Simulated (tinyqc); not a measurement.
Bias-temperature instability, empirical power law with universal recovery: one step of the calculation.

Threshold-voltage shift at the end of a stress: dV = A (V/V0)^g exp[-(Ea q/kB)(1/T - 1/T0)] (t/1 s)^n. After a delay tr the permanent share pp stays and the rest falls by r = 1/(1 + B (tr/t)^be). An empirical model: its parameters are fits, not properties.

Problem. Shift and lifetime at use conditions. The lifetime solves dV = dc; ten years are 3.15576e8 s.

Parameters, values chosen for the exercise: reference stress voltage V0 = 1.8 V; reference temperature T0 = 373 K; shift after 1 s at V0 and T0 A = 4.1 mV; time exponent n = 0.22; voltage exponent g = 3.6; apparent activation energy of the shift Ea = 0.09 eV; use voltage V = 0.97 V; use temperature T = 398 K; failure criterion dc = 50 mV.

Constants: q = 1.602176634e-19 C, kB = 1.380649e-23 J/K. Results are converted to the units shown.

Give: voltage factor; temperature factor; shift after ten years; lifetime; largest voltage for ten years.

Solution.

voltage factor = 0.10799
temperature factor = 1.1923
shift after ten years = 39.117 mV
lifetime = 30.52 years
largest voltage for ten years = 1.0384 V

The device passes: the shift at ten years is below dc. In time the voltage exponent is g/n = 16.4 and the activation energy Ea/n = 0.409 eV.

Program tinyqc, `OMP_NUM_THREADS=1 python tinyqc.py 2070135 2070136 out.jsonl`; Intel Xeon 2.30GHz, shared host, one thread, about 0.01 s.
